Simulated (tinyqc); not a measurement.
# Undoped symmetric double-gate MOSFET, analytic potential model, step by step

Program tinyqc, `OMP_NUM_THREADS=1 python tinyqc.py 2440015 2440016 out.jsonl`; Intel Xeon 2.30GHz, shared host, one thread, about 0.01 s. Printed values are rounded.

An undoped body of thickness ts between two equal insulators and tied gates; long channel, electrons only, n = ni exp((psi - V)/Vt) with V the quasi-Fermi potential (0 at the source, Vd at the drain), constant mobility, no quantisation. Across the body psi(x) = V - 2 Vt ln[(ts/(2 beta)) sqrt(q ni/(2 eps0 eps_r Vt)) cos(2 beta x/ts)], x from the centre. Q is the electron charge per area of the whole body.

Values chosen for this exercise; material values those of a made-up semiconductor: temperature T = 293 K; band gap Eg = 0.889 eV; relative permittivity of the semiconductor eps_r = 15; conduction-band density of states at T Nc = 2.35e19 cm^-3; valence-band density of states at T Nv = 3.32e19 cm^-3; relative permittivity of the gate insulator eox = 7.79; insulator thickness tox = 2.3 nm; body thickness ts = 25 nm; gate work function less that of the intrinsic body dphi = 0.24 V; channel mobility mu = 170 cm^2/(V s); gate length L = 1 um; gate voltage Vg = 0.42 V; drain voltage Vd = 0.8 V.

Constants: q = 1.602176634e-19 C, kB = 1.380649e-23 J/K, Vt = kB T/q, eps0 = 8.8541878128e-14 F/cm where lengths are in cm. Results are converted to the units shown.

## Constants of the body

ni = sqrt(Nc Nv) exp(-Eg/(2 Vt)), Eg in volts; r = eps_r tox/(eox ts); V0 = dphi + 2 Vt ln[(2/ts) sqrt(2 eps0 eps_r Vt/(q ni))].

ni = 6.315862e11 cm^-3
r = 0.1771502
V0 = 0.5671714 V

## Iteration 1: beta at the source by Newton steps in z = ln(tan beta)

z at the start = -1

With V = 0, t = exp(z), beta = arctan(t): f = ln(beta) + (1/2) ln(1 + t^2) + 2 r beta t - (Vg - V0)/(2 Vt); with c = t/(1 + t^2), df/dz = c/beta + t c + 2 r t (c + beta); z(new) = z - f/(df/dz).

beta = 0.3525134
f = 1.981170
df/dz = 1.126574
z after iteration 1 = -2.758579

## Iteration 2: beta at the source by Newton steps in z = ln(tan beta)

As before.

beta = 0.06329709
f = 0.1579357
df/dz = 1.004171
z after iteration 2 = -2.915859

## Course of the iteration: beta at the source by Newton steps in z = ln(tan beta)

Stop when z changes by less than 1e-11, or after 60 iterations.

Course of the iteration:
```
iteration          z  |change|
1          -2.758579      1.76
2          -2.915859     0.157
3          -2.915951   9.26e-5
4          -2.915951  2.60e-11
5          -2.915951   < 1e-12
```

Converged in 5 iterations. At the end the number of correct digits about doubles with each step.

## Charges and drain current

beta_s = 0.05409964
beta_d = 7.145585e-9

beta (between 0 and pi/2) solves (Vg - V0 - V)/(2 Vt) = ln(beta) - ln(cos beta) + 2 r beta tan(beta). Q = 8 eps0 eps_r Vt beta tan(beta)/ts; I = mu (1/L)(4 eps0 eps_r/ts)(2 Vt)^2 [g(beta_s) - g(beta_d)] per width, g = beta tan(beta) - beta^2/2 + r beta^2 tan^2(beta), with beta_s at V = 0 and beta_d at V = Vd.

Qs = 0.3143715 nC/cm^2
Qd = 5.479059e-15 nC/cm^2
g(beta_s) = 0.001467765
g(beta_d) = 2.552969e-17
I = 0.001352092 uA/um

The term r beta^2 tan^2(beta), which gives the square law, makes up 0.104 % of g at the source.

## Potential and electron density across the body at the source

x/ts, point 0 to 6: 0  0.1  0.2  0.3  0.4  0.45  0.5

psi(x) as above with V = 0 and beta = beta_s; n = ni exp(psi/Vt).

```
point    psi (V)    n (cm^-3)
0      0.1798737  7.840953e14
1      0.1798766  7.841871e14
2      0.1798855  7.844626e14
3      0.1799003  7.849220e14
4      0.1799210  7.855659e14
5      0.1799335  7.859571e14
6      0.1799476  7.863947e14
```

The density at the surface is 1.00 times that at the centre (1/cos^2 beta).
